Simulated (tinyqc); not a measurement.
Charge imbalance from the loss of breakdown voltage.

Problem. In a superjunction of pillar doping N and length Lp an imbalance dl lowers BV by q |dl| N Lp^2/(4 eps0 eps_r), as long as the field reaches through the pillar. Find |dl| and the net dose error |dl| N wp.

Values chosen for this exercise: relative permittivity of the semiconductor eps_r = 12.1; width of each pillar wp = 6 um.

Constants: q = 1.602176634e-19 C, eps0 = 8.8541878128e-14 F/cm where lengths are in cm. Results are converted to the units shown.

BV balanced and BV measured (V): 770  557.30111
N = 5.3896275e15 cm^-3
Lp = 39.692430 um

Solution. The loss is linear in |dl|; its sign cannot be told from BV.

|dl| = 6.70 %
dose error = 2.17e11 cm^-2

tinyqc, about 0.01 s, one thread, Intel Xeon 2.30GHz (shared host): `OMP_NUM_THREADS=1 python tinyqc.py 2590033 2590034 out.jsonl`
